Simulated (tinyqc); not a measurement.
From results back to parameters: three-band (Emery) model of a CuO2 plane downfolded to one band. Three cases, with inputs chosen for the exercise.

Problem. With d at 0, oxygen p at -D, hoppings tpd and tpp and k in pi/a: at (1,0) the bonding and antibonding levels are the roots of E (E + D) = 4 tpd^2, and at (1,1) the top level solves E (E + D - 4 tpp) = 8 tpd^2. The levels below come from hidden parameters.

Case 1.

levels at (1,0) (eV): bonding -4.96538, antibonding 1.06538

top level at (1,1) = 2.35416 eV

Case 2.

levels at (1,0) (eV): bonding -4.00768, antibonding 1.20768

top level at (1,1) = 2.60127 eV

Case 3.

levels at (1,0) (eV): bonding -3.76503, antibonding 1.96503

top level at (1,1) = 3.63295 eV

Find: D, tpd, tpp.

Solution. The sum of the roots is -D and their product -4 tpd^2; then tpp = (E + D - 8 tpd^2/E)/4.

Case 1.

D, tpd, tpp (eV): 3.90  1.15  0.44

Case 2.

D, tpd, tpp (eV): 2.80  1.10  0.42

Case 3.

D, tpd, tpp (eV): 1.80  1.36  0.34

Computed by tinyqc, one run a case: `OMP_NUM_THREADS=1 python tinyqc.py N N+1 out.jsonl` with N = 1450959, 1450987, 1451024; one thread of a shared Intel(R) Xeon(R) Processor @ 2.30GHz, about 0.05 s a run at most.
